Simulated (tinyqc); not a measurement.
Strained alloy layer of InP and GaP on (001) GaAs, model-solid band line-up: one step of the calculation.

The layer is x parts of the first compound and 1 - x of the second, grown coherently on the third as substrate and barrier. Rows of the table: lattice constant a, average valence level Ea on an absolute scale, spin-orbit splitting so, gaps at Gamma, X and L, hydrostatic deformation potentials av and ac (Gamma), shear potential b, elastic constants, electron and heavy-hole (along z) masses. All are interpolated linearly in x; gaps get -C x (1 - x), taken wholly in the conduction band; real line-ups can differ from this model by 0.1 eV or more.

Task. Relaxed alloy and strain. In-plane strain e = (a_substrate - a)/a, e_z = -2 (c12/c11) e, volume change 2 e + e_z.

Parameters, values chosen for the exercise: fraction of the first compound in the layer x = 0.55; bowing of the Gamma gap CG = 0.65 eV; bowing of the X gap CX = 0.2 eV; bowing of the L gap CL = 1.03 eV.

Binary compounds, values chosen for the exercise:

|  | close to InP | close to GaP | close to GaAs |
|---|---|---|---|
| a (angstrom) | 5.869 | 5.451 | 5.653 |
| Ea (eV) | -7.04 | -7.4 | -6.92 |
| so (eV) | 0.109 | 0.0799 | 0.341 |
| EG (eV) | 1.36 | 2.77 | 1.42 |
| EX (eV) | 2.18 | 2.24 | 1.92 |
| EL (eV) | 1.95 | 2.6 | 1.69 |
| av (eV) | 1.27 | 1.71 | 1.17 |
| ac (eV) | -4.97 | -7.1 | -7.26 |
| b (eV) | -1.7 | -1.79 | -1.67 |
| c11 (GPa) | 101 | 139 | 120 |
| c12 (GPa) | 55.5 | 62.6 | 54.2 |
| me (m0) | 0.0793 | 0.131 | 0.0664 |
| mh (m0) | 0.524 | 0.334 | 0.347 |

Find: a; Gamma gap; X gap; L gap; e; e_z; volume change.

Result.

a = 5.6809 angstrom
Gamma gap = 1.8336 eV
X gap = 2.1575 eV
L gap = 1.9876 eV
e = -0.49112 %
e_z = 0.48817 %
volume change = -0.49407 %

The relaxed alloy has its lowest gap at Gamma (direct). The layer is under compressive in-plane strain.

Computed by the program tinyqc: `OMP_NUM_THREADS=1 python tinyqc.py 2690003 2690004 out.jsonl`, one thread of a shared Intel Xeon 2.30GHz, about 0.01 s for the whole run.
